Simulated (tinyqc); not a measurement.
What each integral does: Slater-Koster d bands of an fcc metal.

Parameters, chosen for this exercise (out of a larger set: of the size met in Ru; not measured data):
```
symbol  value   unit  meaning
dds     -1.077  eV    dd sigma
ddp     0.614   eV    dd pi
ddd     -0.151  eV    dd delta
```

Levels at Gamma, E(t2g) = 3 dds + 4 ddp + 5 ddd, E(eg) = 1.5 dds + 6 ddp + 4.5 ddd, and W = sqrt(12 mu2), the width of a rectangular band with the same second moment mu2 = z (dds^2 + 2 ddp^2 + 2 ddd^2)/5, z = 12.

One parameter was then changed.

Results before and after:
```
case     t2g (eV)  eg (eV)  W (eV)
base      -1.5300   1.3890  7.5123
changed   -1.1616   1.9416  7.9648
```

Which of these changes was made? (a) dds = -1.2385 eV; (b) ddd = -0.1283 eV; (c) ddp = 0.7061 eV.
Answer: (c) ddp = 0.7061 eV. Of the candidates, run in turn, only this one gives the changed row.

All candidates:
```
case              t2g (eV)  eg (eV)  W (eV)
base               -1.5300   1.3890  7.5123
dds = -1.2385 eV   -2.0145   1.1467  8.1978
ddp = 0.7061 eV    -1.1616   1.9416  7.9648
ddd = -0.1283 eV   -1.4165   1.4911  7.4879
```

The ratio of the shifts of t2g and eg names the integral: 3 : 1.5 for dds, 4 : 6 for ddp, 5 : 4.5 for ddd.

tinyqc: `OMP_NUM_THREADS=1 python tinyqc.py 1480788 1480789 out.jsonl`; about 0.07 s, one thread, shared Intel(R) Xeon(R) Processor @ 2.30GHz.
